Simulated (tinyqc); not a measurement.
# Input admittance of a MOSFET at zero drain bias: distributed channel and distributed gate: what changes with what

Source and drain grounded, strong inversion, w = 2 pi f, Cox = eps0 eox/tox. The channel is an RC line of resistance 1/(mu Cox Vo) per square fed from both ends, so one finger has the intrinsic admittance y = i w Cox L tanh(g)/g per width, g = (1/2) sqrt(i w tau), tau = L^2/(mu Vo). The vertical resistance rv/L is in series with y, the overlaps 2 i w Cov in parallel: y_t = 1/(1/y + rv/L) + 2 i w Cov. The gate strip is a line of Rsh/L per length loaded by y_t, so a finger has Y = y_t Wf tanh(k)/k, k = (Wf/sd) sqrt(y_t Rsh/L); the device has Nf Y.

Values chosen for this exercise; values of the order met in silicon radio-frequency transistors:
- eox = 3.9 (relative permittivity of the gate insulator (close to silicon dioxide))
- tox = 3.7 nm (insulator thickness)
- L = 1.1 um (channel length)
- Wf = 9.4 um (finger width)
- Nf = 4 (number of fingers)
- mu = 190 cm^2/(V s) (channel mobility)
- Vo = 0.6 V (gate overdrive)
- Rsh = 20 ohm/square (sheet resistance of the gate)
- rv = 0 ohm um^2 (vertical resistivity of the gate stack)
- sd = 2 (number of ends at which a finger is contacted)
- Cov = 0.22 fF/um (overlap and fringe capacitance on each side)
- f = 7.9 GHz (frequency)

Constants: eps0 = 8.8541878128e-14 F/cm where lengths are in cm. Results are converted to the units shown.

Each table varies one quantity; the others keep the values above.

## Input impedance against frequency

Low-frequency limits, with c = Cox L and ct = c + 2 Cov: R_strip = Rsh Wf/(3 sd^2 L Nf), R_ch = (c/ct)^2 L/(12 mu Cox Vo Wf Nf), R_vert = (c/ct)^2 rv/(L Wf Nf), C = ct Wf Nf. Z = 1/(Nf Y) = R + 1/(i w C), Q = |Im Z|/R, far-point signal |1/cosh k|.

The same in every row: low-frequency R (ohm) = 24.63.

Input impedance against frequency:

| f (GHz) | w tau | \|k\| | R (ohm) | C (fF) | Q | signal at the far point |
|---|---|---|---|---|---|---|
| 0.08 | 0.05335 | 0.04649 | 24.63 | 402.5 | 200.7 | 1.000 |
| 0.2 | 0.1334 | 0.07351 | 24.63 | 402.5 | 80.26 | 1.000 |
| 0.6 | 0.4001 | 0.1273 | 24.63 | 402.4 | 26.76 | 0.9997 |
| 2 | 1.334 | 0.2315 | 24.61 | 401.4 | 8.056 | 0.9969 |
| 4 | 2.668 | 0.3234 | 24.55 | 397.9 | 4.073 | 0.9885 |
| 10 | 6.669 | 0.4766 | 24.13 | 376.1 | 1.754 | 0.9492 |
| 30 | 20.01 | 0.6344 | 21.17 | 266.9 | 0.9388 | 0.8742 |
| 90 | 60.02 | 0.8200 | 13.51 | 142.5 | 0.9183 | 0.8061 |
| 200 | 133.4 | 1.033 | 9.365 | 96.65 | 0.8792 | 0.7218 |

R falls from 24.6 to 9.36 ohm and C falls from 403 to 96.7 fF. Q goes as f^(-1.00) between the first two rows and f^(-0.05) between the last two, where w tau = 133 and |k| = 1.03. The low-frequency limits hold both R and C within 5 % up to f = 4 GHz among the rows.

## Effect of the gate overdrive

Same model as above.

Result of one run:

| Vo (V) | w tau | \|k\| | R (ohm) | low-frequency R (ohm) | C (fF) | Q | signal at the far point |
|---|---|---|---|---|---|---|---|
| 0.35 | 9.032 | 0.4021 | 38.21 | 39.68 | 358.0 | 1.473 | 0.9576 |

What becomes of these results when the gate overdrive Vo is changed from 0.35 to 1.1 V, all else the same?

Result of the changed run:

| Vo (V) | w tau | \|k\| | R (ohm) | low-frequency R (ohm) | C (fF) | Q | signal at the far point |
|---|---|---|---|---|---|---|---|
| 1.1 | 2.874 | 0.4533 | 14.99 | 15.05 | 396.9 | 3.385 | 0.9747 |

The whole series:

| Vo (V) | w tau | \|k\| | R (ohm) | low-frequency R (ohm) | C (fF) | Q | signal at the far point |
|---|---|---|---|---|---|---|---|
| 0.2 | 15.81 | 0.3492 | 59.79 | 66.77 | 300.0 | 1.123 | 0.9614 |
| 0.35 | 9.032 | 0.4021 | 38.21 | 39.68 | 358.0 | 1.473 | 0.9576 |
| 0.5 | 6.322 | 0.4267 | 28.31 | 28.84 | 378.6 | 1.879 | 0.9607 |
| 0.65 | 4.863 | 0.4393 | 22.76 | 23.01 | 387.7 | 2.283 | 0.9649 |
| 0.8 | 3.951 | 0.4463 | 19.22 | 19.36 | 392.5 | 2.671 | 0.9688 |
| 0.95 | 3.327 | 0.4506 | 16.78 | 16.87 | 395.2 | 3.038 | 0.9720 |
| 1.1 | 2.874 | 0.4533 | 14.99 | 15.05 | 396.9 | 3.385 | 0.9747 |
| 1.25 | 2.529 | 0.4552 | 13.63 | 13.67 | 398.1 | 3.713 | 0.9768 |

As Vo goes from 0.2 to 1.25, R falls from 59.8 to 13.6 ohm, C rises from 300 to 398 fF and Q rises from 1.12 to 3.71. Only the channel term depends on Vo.

tinyqc, about 0.01 s, one thread, Intel Xeon 2.30GHz (shared host): `OMP_NUM_THREADS=1 python tinyqc.py 2262187 2262188 out.jsonl`
